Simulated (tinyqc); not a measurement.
Strained alloy layer of GaSb and GaAs on (001) InP, model-solid band line-up: one step of the calculation.

The layer is x parts of the first compound and 1 - x of the second, grown coherently on the third as substrate and barrier. Rows of the table: lattice constant a, average valence level Ea on an absolute scale, spin-orbit splitting so, gaps at Gamma, X and L, hydrostatic deformation potentials av and ac (Gamma), shear potential b, elastic constants, electron and heavy-hole (along z) masses. All are interpolated linearly in x; gaps get -C x (1 - x), taken wholly in the conduction band; real line-ups can differ from this model by 0.1 eV or more.

Problem. Relaxed alloy and strain. In-plane strain e = (a_substrate - a)/a, e_z = -2 (c12/c11) e, volume change 2 e + e_z.

Parameters, values chosen for the exercise: fraction of the first compound in the layer x = 0.41; bowing of the Gamma gap CG = 1.43 eV; bowing of the X gap CX = 1.2 eV; bowing of the L gap CL = 1.2 eV.

Binary compounds, values chosen for the exercise:
```
              close to GaSb  close to GaAs  close to InP
a (angstrom)          6.096          5.653         5.869
Ea (eV)               -6.25          -6.92         -7.04
so (eV)               0.768           0.34         0.109
EG (eV)                0.72           1.42          1.34
EX (eV)                1.03           1.91           2.2
EL (eV)               0.807           1.71          1.92
av (eV)               0.796           1.16          1.26
ac (eV)               -6.92          -7.09         -5.08
b (eV)                -1.98           -1.7         -1.68
c11 (GPa)              88.7            118           102
c12 (GPa)              40.5           54.6          55.9
me (m0)              0.0385         0.0675        0.0807
mh (m0)               0.249          0.348         0.534
```

Find: a; Gamma gap; X gap; L gap; e; e_z; volume change.

Solution.

a = 5.835 angstrom
Gamma gap = 0.7871 eV
X gap = 1.259 eV
L gap = 1.049 eV
e = 0.5891 %
e_z = -0.5427 %
volume change = 0.6355 %

The relaxed alloy has its lowest gap at Gamma (direct). The layer is under tensile in-plane strain.

Numbers from tinyqc (`OMP_NUM_THREADS=1 python tinyqc.py 2690004 2690005 out.jsonl`; about 0.01 s on one thread of a shared Intel Xeon 2.30GHz).
